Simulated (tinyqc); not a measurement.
Strain-driven crossing of the Gamma and L valleys in a germanium-like crystal alloyed with tin: sweeps and comparisons. A value that a table varies takes the place of the one given here.

Biaxial loads: e0 is the in-plane strain e_par and the normal is free. (001): e_perp = -2 (C12/C11) e_par; exx = eyy = e_par, ezz = e_perp, no shear. (111): e_perp = -(2 C11 + 4 C12 - 4 C44)/(C11 + 2 C12 + 4 C44) e_par; exx = eyy = ezz = (2 e_par + e_perp)/3 and exy = eyz = ezx = (e_perp - e_par)/3. (110): e_perp = -(C11 + 3 C12 - 2 C44)/(C11 + C12 + 2 C44) e_par; exx = eyy = (e_par + e_perp)/2, ezz = e_par, exy = (e_perp - e_par)/2, eyz = ezx = 0. Uniaxial loads: a stress along n, scaled so that n.e.n = e0, with exx = s11 sxx + s12 (syy + szz), exy = s44 sxy/2, s11 = (C11 + C12)/((C11 - C12)(C11 + 2 C12)), s12 = -C12/((C11 - C12)(C11 + 2 C12)), s44 = 1/C44.

Edges from the unstrained valence top: Gamma at Eg + ac tr(e); an L valley with unit axis u at EgL + aL tr(e) + XuL (u.e.u - tr(e)/3), u along [111], [1-1-1], [-11-1], [-1-11]; valence edges are the levels of the 6 x 6 matrix of X, Y, Z times spin with -Dso/3 + l exx + m (eyy + ezz) on the diagonal (cyclic), n exy off it, l = av + 2 b, m = av - b, n = sqrt(3) d. Spin-orbit term (Dso/3) L.sigma on X, Y, Z with (L_k)_ij = -i epsilon_kij: <X+|H|Y+> = -i Dso/3, <X+|H|Z-> = Dso/3, <Y+|H|Z-> = -i Dso/3, <Z+|H|X-> = -Dso/3, <Z+|H|Y-> = i Dso/3, <X-|H|Y-> = i Dso/3, and their conjugates; + and - are the spin along z.

With tin the unstrained gaps become E(y) = (1 - y) E + y EgS - CS y (1 - y); all other values are kept.
Constants: kB = 8.617333262e-05 eV/K.

Parameters, chosen for this exercise (near those of Ge, gaps at low temperature; shifted at random, so the results belong to these values and not to a real crystal): Eg = 0.897 eV (gap at Gamma to the s-like level); EgL = 0.739 eV (gap to L); Dso = 0.291 eV (spin-orbit splitting); ac = -8.19 eV (conduction deformation potential); av = 1.25 eV (valence hydrostatic potential); b = -2.55 eV (tetragonal shear potential); d = -5.24 eV (trigonal shear potential); aL = -1.75 eV (hydrostatic potential of the L edge, Xd + Xu/3); XuL = 16.31 eV (uniaxial potential, L); y = 0.085 (tin fraction); EgS = (-0.396, 0.078) eV (Gamma and L gaps of the tin end); CS = (2.88, 1.08) eV (bowing of the Gamma and L gaps); C11 = 128.5 GPa; C12 = 47.6 GPa; C44 = 66.4 GPa; load = biaxial (110) (kind of strain); mG = 0.0396 m0 (mass at Gamma); mL = 0.543 m0 (density-of-states mass of the four L valleys together); T = 77 K (temperature); e0 = 0.0064 (size of the strain).

## Sweep of a biaxial (110) strain

The valence splitting is the distance of the top two edges. Share in Gamma = mG^(3/2)/(mG^(3/2) + (mL^(3/2)/4) sum_i exp(-(E_Li - E_Gamma)/kT)).

Results:

| e0 (%) | direct gap (eV) | indirect gap (eV) | Gamma - L (meV) | valence splitting (meV) | share in Gamma (%) |
|---|---|---|---|---|---|
| -0.72 | 0.638 | 0.545 | 93 | 54 | 3.26e-06 |
| -0.27 | 0.591 | 0.579 | 13 | 22 | 0.592 |
| 0.17 | 0.531 | 0.570 | -39 | 15 | 93.5 |
| 0.62 | 0.442 | 0.491 | -49 | 56 | 98.4 |
| 1.06 | 0.352 | 0.410 | -58 | 101 | 99.6 |
| 1.51 | 0.257 | 0.325 | -68 | 149 | 99.9 |
| 1.95 | 0.162 | 0.239 | -77 | 197 | 100 |
| 2.40 | 0.064 | 0.150 | -87 | 248 | 100 |

Gamma drops below the lowest L valley between e0 = -0.27 and 0.17 %. This load splits the L valleys, and the lowest set changes where e0 changes sign, which bends the column Gamma - L. The direct gap goes from 0.638 to 0.064 eV; of that change -0.117 eV comes from the rise of the valence top through the shear terms and the rest from the volume. The share in Gamma goes from 3.26e-06 to 100 %.

## What each parameter does

Direct gap, Gamma minus the lowest L edge and the valence splitting. Each row changes one parameter from the base and keeps the others.

Results:

| case | direct gap (eV) | Gamma - L (meV) | valence splitting (meV) |
|---|---|---|---|
| base | 0.4379 | -49.3 | 58.4 |
| d = -4.454 eV | 0.4420 | -49.3 | 51.1 |
| e0 = 0.00736 | 0.4184 | -51.3 | 67.9 |
| av = 1.4375 eV | 0.4360 | -49.3 | 58.4 |
| XuL = 18.7565 eV | 0.4379 | -41.7 | 58.4 |
| b = -2.1675 eV | 0.4389 | -49.3 | 56.5 |
| Dso = 0.24735 eV | 0.4372 | -49.3 | 59.1 |
| y = 0.07225 | 0.4853 | -21.9 | 58.4 |

The largest shifts from the base row, up to three for each result and ties (the steps differ in size, so this ranks the rows, not the parameters). direct gap (eV): y +0.0474, e0 -0.0195, d +0.0041; unchanged at the printed digits by XuL. Gamma - L (meV): y +27.4, XuL +7.6, e0 -2.0; unchanged at the printed digits by d, av, b and Dso. valence splitting (meV): e0 +9.4, d -7.3, b -1.9; unchanged at the printed digits by av, XuL and y.

tinyqc: `OMP_NUM_THREADS=1 python tinyqc.py 1051310 1051311 out.jsonl`; about 0.01 s, one thread, shared Intel(R) Xeon(R) Processor @ 2.30GHz.
